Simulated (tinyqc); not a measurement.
Strain and the order of the valence edges: six-band k.p model of the valence band of a wurtzite crystal.

At k = 0: E1 = D1c + D2c + Te + Le (pure HH); E2, E3 = Le + u +/- sqrt(u^2 + 2 D3c^2), u = (D1c - D2c + Te)/2, D1c = Dcr, D2c = D3c = Dso/3. The weight of LH in state 2 is fL = (E2 - Le)^2/((E2 - Le)^2 + 2 D3c^2). Relative strengths of transitions to the conduction band: for E perpendicular to c (TE) 1/2, fL/2, (1 - fL)/2; for E along c (TM) 0, 1 - fL, fL, with one momentum element for both directions.

Strain of a c-plane layer: exx = eyy = e_par, ezz = -2 (C13/C33) e_par; Le = D1 ezz + D2 (exx + eyy), Te = D3 ezz + D4 (exx + eyy).

Conduction edge: Ec = (top of the unstrained valence band) + Eg + (a1 + D1) ezz + (a2 + D2)(exx + eyy).
Constants: kB = 8.617333262e-05 eV/K.

Inputs chosen for the exercise (near those of AlGaN; the results hold for these values, not for the real material): Dcr = -0.0473 eV (crystal-field splitting); Dso = 0.0184 eV (spin-orbit splitting); Eg = 4.371 eV (direct gap at Gamma from the top of the unstrained valence band); a1 = -4.3 eV (gap potential along c); a2 = -11.66 eV (gap potential in the plane); D1 = -8.34 eV; D2 = 5.66 eV; D3 = 8.5 eV; D4 = -3.84 eV; C13 = 107 GPa; C33 = 396 GPa; T = 400 K (temperature).

Edges from the unstrained top. Degree of polarisation (TE - TM)/(TE + TM), each state weighted by exp(E/kT) alone (equal densities of states).

Results:
```
e_par (%)  E1 (meV)  E2 (meV)  E3 (meV)     fL  lowest transition (eV)  polarisation
-1.20         -85.2     -96.7    -192.1  0.992                  4.5182         0.888
-0.90         -74.5     -85.5    -145.1  0.978                  4.4920         0.716
-0.60         -63.9     -72.9     -99.5  0.879                  4.4659         0.359
-0.30         -53.2     -45.2     -69.2  0.154                  4.4317        -0.149
0.00          -42.5       0.0     -56.2  0.024                  4.3710        -0.589
0.30          -31.9      46.9     -45.0  0.009                  4.3086        -0.834
0.60          -21.2      94.2     -34.1  0.005                  4.2458        -0.938
0.90          -10.6     141.5     -23.3  0.003                  4.1829        -0.977
1.20            0.1     188.9     -12.5  0.002                  4.1200        -0.991
```

How do the results move, and what explains it?

E1 = E2 requires Dcr + Te = 0, which here falls at e_par = -0.39 %, inside the sweep: state 1 is on top for smaller e_par and state 2 beyond. The polarisation goes from +0.89 to -0.99 and changes sign between -0.60 and -0.30 %; the lowest transition moves by -166 meV per 1 % on average.

Program tinyqc; command `OMP_NUM_THREADS=1 python tinyqc.py 1080866 1080867 out.jsonl`; about 0.01 s on one thread of a shared Intel(R) Xeon(R) Processor @ 2.30GHz.
